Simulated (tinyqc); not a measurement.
On-chip power grid, static voltage drop by conjugate gradients: one step of the calculation.

A grid of 4 rows and 4 columns, node k = 4 row + column. Neighbours in a row are joined by Rx, in a column by Ry; pad nodes, which reach the supply through Rp: 0, 12. Each node draws I0, node 12 draws kh I0. The drops u = Vdd - V solve G u = i, with G the conductance matrix (1/Rp added on the diagonal at pad nodes).

Task. Worst drop, pad currents and power lost. Pad current u/Rp; worst drop as a share of Vdd; power lost in the grid and pads sum_k i_k u_k; power delivered sum_k i_k (Vdd - u_k).

Parameters, values chosen for the exercise:

| symbol | value | unit | meaning |
|---|---|---|---|
| Vdd | 0.7 | V | supply voltage |
| Rp | 0.083 | ohm | resistance from a pad node to the supply |
| I0 | 3.5 | mA | load current of an ordinary node |
| kh | 8 |  | factor on the load at the hot node |

converged u (mV):

|  | col 0 | col 1 | col 2 | col 3 |
|---|---|---|---|---|
| row 0 | 2.538380 | 6.652953 | 8.972905 | 10.040977 |
| row 1 | 7.209635 | 8.522420 | 9.779501 | 10.487619 |
| row 2 | 7.665020 | 8.855974 | 10.016148 | 10.675993 |
| row 3 | 4.143120 | 7.604808 | 9.587603 | 10.511566 |

Wanted: worst drop; share of Vdd; pad currents; power lost; power delivered.

Result.

worst drop = 10.68 mV
share of Vdd = 1.525 %
pad currents (mA): node 0 30.58, node 12 49.92
power lost = 0.5679 mW
power delivered = 55.78 mW

The pad currents add up to the total load, 80.50 mA. The worst drop is at node 11, not at the hot node.

tinyqc, about 0.3 s, one thread, Intel Xeon 2.30GHz (shared host): `OMP_NUM_THREADS=1 python tinyqc.py 2770180 2770181 out.jsonl`
